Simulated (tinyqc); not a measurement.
Inside a calculation. Model: resistance of a tapered via with liner, size effect and interface.

Program tinyqc, `OMP_NUM_THREADS=1 python tinyqc.py 2750031 2750032 out.jsonl`; Intel Xeon 2.30GHz, shared host, one thread, about 0.01 s. Printed values are rounded.

A round via whose diameter grows from db at the bottom as D(z) = db + 2 z/tan(ang). The fill, of diameter D - 2 tl, starts above the bottom liner (thickness fb tl) and has rho = rho0 (1 + ks lam/(D - 2 tl)); the sidewall liner conducts in parallel with it. The bottom liner and the interface are crossed over the full area pi db^2/4. Spreading in the lines above and below is left out.

Parameters, values chosen for the exercise; fill metal close to molybdenum: diameter at the bottom db = 60 nm; height hv = 230 nm; sidewall angle ang = 88 degrees; bulk resistivity of the fill rho0 = 5.43 uohm cm; mean free path of the fill lam = 11 nm; size-effect factor ks = 1.6; liner on the sidewall tl = 0.1 nm; liner at the bottom over that on the sidewall fb = 1; resistivity of the liner rl = 200 uohm cm; interface resistivity at the bottom ri = 1.5e-12 ohm cm^2; ballistic conductance per area, about 3/(4 rho0 lam) Sb = 1.3e15 S/m^2.

## Slices of the via

Slices between z0 = fb tl and hv, evaluated at their midpoints: conductance per length pi/4 [(D - 2 tl)^2/rho + (D^2 - (D - 2 tl)^2)/rl], slice resistance = slice height over that. 9 slices.

```
slice    z (nm)    D (nm)  rho (uohm cm)  slice resistance (ohm)
0      12.87222  60.89902       7.004457               0.6181835
1      38.41667  62.68308       6.959502               0.5796462
2      63.96111  64.46714       6.917043               0.5445722
3      89.50556  66.25121       6.876877               0.5125613
4      115.0500  68.03527       6.838825               0.4832694
5      140.5944  69.81933       6.802722               0.4563989
6      166.1389  71.60340       6.768424               0.4316919
7      191.6833  73.38746       6.735797               0.4089236
8      217.2278  75.17152       6.704724               0.3878976
```

## Total resistance

R_fill = sum of the slices; R_bottom = rl fb tl/(pi db^2/4); R_interface = ri/(pi db^2/4); ballistic (Sharvin) limit 1/(Sb pi (db - 2 tl)^2/4); ideal cylinder rho0 hv/(pi db^2/4).

parts (ohm): fill 4.423145, bottom liner 0.07073553, interface 0.05305165
R = 4.546932 ohm
shares (%): fill 97.27757, bottom liner 1.55568, interface 1.16676
ballistic limit = 0.2738826 ohm
ideal cylinder = 4.417080 ohm

The fill is the largest part, and R is 1.03 times the ideal cylinder. With 2000 slices R = 4.5479 ohm.
